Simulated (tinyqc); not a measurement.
Inside a calculation. Method: Luttinger-Kohn k.p, four valence bands. One step of it, computed by the program tinyqc.

Question. Bloch Hamiltonian at k. P = c g1 k^2, Q = c g2 (kx^2 + ky^2 - 2 kz^2), R = c sqrt3 [-g2 (kx^2 - ky^2) + 2i g3 kx ky], S = 2 c sqrt3 g3 (kx - i ky) kz, c = hbar^2/2m = 3.809982 eV angstrom^2; rows [P+Q, -S, R, 0], [-S*, P-Q, 0, R], [R*, 0, P-Q, S], [0, R*, S*, P+Q]. The path ends lie at |k| = 0.05 1/angstrom.

Luttinger parameters chosen for this model; energies are counted downward from the top of the valence band:
```
parameter     value  unit
g1         8.580000
g2         0.740000
g3         1.610000
```

k point k (1/angstrom): 0.015000  -0.017000  0.026000

Give: H(k) at k.

Answer.

H(k) at k (eV), lower triangle (Hermitian):
```
                3/2           1/2          -1/2   -3/2
3/2           0.037
1/2   -0.008+0.009i         0.041
-1/2   0.000+0.005i         0.000         0.041
-3/2          0.000  0.000+0.005i  0.008-0.009i  0.037
```
